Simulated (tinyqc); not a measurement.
# Bandgap voltage reference from two bipolar transistors: effect of the temperature coefficient of both resistors

Two transistors of area 1 and N carry the same current I. Is(T) = Is (T/T0)^eta exp[(Vg0 q/kB)(1/T0 - 1/T)], VBE1 = Vt ln(I/Is(T)) + I rb, VBE2 = Vt ln(I/(N Is(T))) + I rb/N. The amplifier forces I R1(T) = VBE1 - VBE2 + Vos, with R(T) = R (1 + tc (T - T0)) for both resistors, and the output is Vref = VBE1 + I R2(T). Base currents and the Early effect are neglected.

Vt = kB T/q; I = (Vt ln N + Vos)/(R1(T) - rb (1 - 1/N)). Box coefficient: span of Vref between 233 and 398 K over its average over T and over 165 K. The last column is the R2 that gives zero slope at T0.

Parameters, values chosen for the exercise; values of the order met in silicon bipolar transistors: reference temperature T0 = 300 K; band-gap voltage extrapolated to 0 K Vg0 = 1.141 V; temperature exponent of the saturation current eta = 3.9; saturation current of the unit transistor at T0 Is = 6.2e-17 A; area ratio of the second transistor N = 15; resistor across which the difference of VBE falls, at T0 R1 = 4.6 kohm; offset of the amplifier Vos = 0 mV; series resistance of the unit transistor rb = 110 ohm; output resistor at T0 R2 = 35.44 kohm.

Constants: q = 1.602176634e-19 C, kB = 1.380649e-23 J/K. Results are converted to the units shown.

Effect of the temperature coefficient of both resistors:
```
tc (ppm/K)  I at T0 (uA)  Vref at T0 (V)  slope at T0 (uV/K)  box coefficient (ppm/K)  R2 for zero slope (kohm)
-2000              15.57           1.232               135.0                    115.1                     32.87
-1000              15.57           1.232               94.17                    73.42                     33.64
0                  15.57           1.232               53.38                    36.62                     34.41
1000               15.57           1.232               12.59                    17.00                     35.20
2000               15.57           1.232              -28.20                    39.92                     35.99
3000               15.57           1.232              -68.98                    67.33                     36.80
```

What does the comparison show?

As tc goes from -2000 to 3000, Vref stays at 1.232 V and the box coefficient goes from 115 through a minimum of 17.0 (at tc = 1000 among the rows listed) to 67.3 ppm/K.

Numbers from tinyqc (`OMP_NUM_THREADS=1 python tinyqc.py 2062115 2062116 out.jsonl`; about 0.02 s on one thread of a shared Intel Xeon 2.30GHz).
